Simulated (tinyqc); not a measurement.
Worked calculation: Debye-Callaway model of lattice thermal conductivity. Computed by tinyqc, a small Python program that keeps every step. Command: `OMP_NUM_THREADS=1 python tinyqc.py 3018346 3018347 out.jsonl callaway walk`. One thread of a shared host (Intel(R) Xeon(R) Processor @ 2.30GHz), about 0.01 s of CPU time with the checks. Intermediate numbers are printed to about 6 digits and carried at full precision; extremes and crossings named in words are read from the listed rows.

Three acoustic branches with one velocity v, cut at omega_D = k_B Theta/hbar; x = hbar omega/(k_B T). v and Theta are separate inputs: Theta cuts off the heat-carrying modes, so C need not reach 3 k_B/V. gamma is an effective value that sets the umklapp rate.

Inputs (values chosen for the exercise, modelled on lead telluride):

| quantity | value | unit |
|---|---|---|
| sound velocity v | 1800 | m/s |
| Debye temperature Theta | 138 | K |
| volume per atom V | 33.7 | angstrom^3 |
| mean atomic mass M | 167.4 | u |
| effective Grueneisen parameter gamma | 3.89 | - |
| umklapp exponent divisor b | 3 | - |
| mass variance Gamma | 0.00011 | - |
| Casimir length L | 4700 | micrometre |
| normal-process factor f_N | 2.2 | - |
| temperature T | 150 | K |
| probe frequency omega/omega_D | 0.23 | - |

Sample: crystal. Point defects: isotopes. Normal processes: included.

Constants: k_B = 1.380649e-23 J/K; hbar = 1.054571817e-34 J s; u = 1.6605390666e-27 kg.

## Mass-fluctuation parameter

Gamma is given directly by the isotope mixture. A = V Gamma/(4 pi v^3).

Gamma = 1.10e-04

Rayleigh coefficient A = 5.05819e-44 s^3

## Scattering rates at one frequency

Rates: point defects A omega^4; umklapp B omega^2 T exp(-Theta/(b T)) with B = hbar gamma^2/(M v^2 Theta); normal processes f_N B omega^2 T (T/Theta)^2. Boundaries: v/L. The resistive time is tau_R = 1/(boundary + point-defect + umklapp rates), and the free path is v tau_R.

omega = 4.15541e+12 rad/s

Rates:

| process | rate (1/s) | rate x tau_R |
|---|---|---|
| boundaries | 382979 | 1.56393e-05 |
| point defects | 1.50817e+07 | 6.15878e-04 |
| umklapp | 2.44727e+10 | 0.999368 |
| normal | 8.64397e+10 | 3.52985 |

tau_R = 4.08360e-11 s

free path = 73.5048 nm

The strongest resistive process at this frequency: umklapp, 100 % of the resistive rate.

## The integrand on a coarse grid

x runs in ten equal steps to min(Theta/T, 12); g = x^4 e^x/(e^x - 1)^2; tau_C is the inverse of all rates summed; the last column is c tau_C g with c = (k_B/(2 pi^2 v)) (k_B T/hbar)^3.

Integrand:

| x | g | tau_C (s) | c tau_C g (W/(m K)) |
|---|---|---|---|
| 0.092 | 0.008458 | 4.76932e-11 | 1.18714 |
| 0.184 | 0.033761 | 1.19225e-11 | 1.18456 |
| 0.276 | 0.075694 | 5.29824e-12 | 1.18024 |
| 0.368 | 0.133906 | 2.97973e-12 | 1.17423 |
| 0.460 | 0.207908 | 1.90659e-12 | 1.16655 |
| 0.552 | 0.297083 | 1.32364e-12 | 1.15725 |
| 0.644 | 0.400695 | 9.72149e-13 | 1.14636 |
| 0.736 | 0.517891 | 7.44015e-13 | 1.13396 |
| 0.828 | 0.647722 | 5.87607e-13 | 1.12009 |
| 0.920 | 0.789145 | 4.75730e-13 | 1.10482 |

The integrand is largest at the lowest frequency shown, whose long lifetime outweighs its small heat capacity.

## Thermal conductivity

kappa_1 = c int tau_C g dx, g = x^4 e^x/(e^x - 1)^2, c = (k_B/(2 pi^2 v)) (k_B T/hbar)^3, over 0 < x < min(Theta/T, 40), by 96 Gauss-Legendre points in s with x = x_max s^2; 1/tau_C = 1/tau_R + 1/tau_N; kappa_2 = c [int (tau_C/tau_N) g dx]^2 / int (tau_C/(tau_N tau_R)) g dx; kappa = kappa_1 + kappa_2. Heat capacity C = 3 c int g dx / v^2; grey free path 3 kappa/(C v); the median free path v tau_C halves kappa_1 when the quadrature points are ordered by free path (each counted at half its weight, interpolated in the logarithm); likewise at 10 % and 90 %.

kappa_1 = 1.06630 W/(m K)

kappa_2 = 2.05371 W/(m K)

kappa = 3.12001 W/(m K)

heat capacity C = 678235 J/(m^3 K)

grey free path = 7.66698 nm

median free path = 3.55520 nm

free path at 10 % of kappa_1 = 1.06742 nm

free path at 90 % of kappa_1 = 89.1770 nm

The median free path is 0.46 times the grey one. The middle 80 % of kappa_1 spans a factor 84 in free path. The Callaway term kappa_2 is 66 % of the total.

## Leaving out one process at a time

The formulas are those given above.

Conductivity at T:

| case | kappa (W/(m K)) | ratio to all |
|---|---|---|
| all processes | 3.12001 | 1 |
| without point defects | 3.14047 | 1.00656 |
| without boundaries | 3.12075 | 1.00024 |
| without umklapp | 322.006 | 103.207 |

Removing umklapp raises kappa most, by a factor 103; removing boundaries gives only 1.00.

## Conductivity against temperature

The boundary limit is C v^2/(3 x boundary rate), with C = 3 c int g dx / v^2.

Kappa (W/(m K)):

| T (K) | all processes | without point defects | boundary limit |
|---|---|---|---|
| 1.4 | 141.788 | 162.286 | 162.286 |
| 2.8 | 651.366 | 1298.25 | 1298.29 |
| 4.8 | 1152.14 | 5836.06 | 6540.63 |
| 8.3 | 738.580 | 1453.25 | 33808.9 |
| 14 | 205.174 | 246.346 | 157476 |
| 23 | 68.7629 | 74.2733 | 529745 |
| 41 | 24.4953 | 25.2683 | 1.20151e+06 |
| 69 | 10.3435 | 10.5024 | 1.64631e+06 |
| 110 | 4.94931 | 4.99392 | 1.84600e+06 |
| 180 | 2.41144 | 2.42462 | 1.93714e+06 |

kappa peaks among these rows at 4.8 K (T/Theta = 0.035) with 1150 W/(m K). The exponent d ln kappa/d ln T is 2.20 at the cold end and -1.46 at the hot end. The normal rate is taken to grow as T^3 at all T, which overstates it above Theta. Point defects cost most at 4.8 K, a factor 5.07.

Checks made by the program: heat capacity against the Debye function (relative difference below 1e-10).
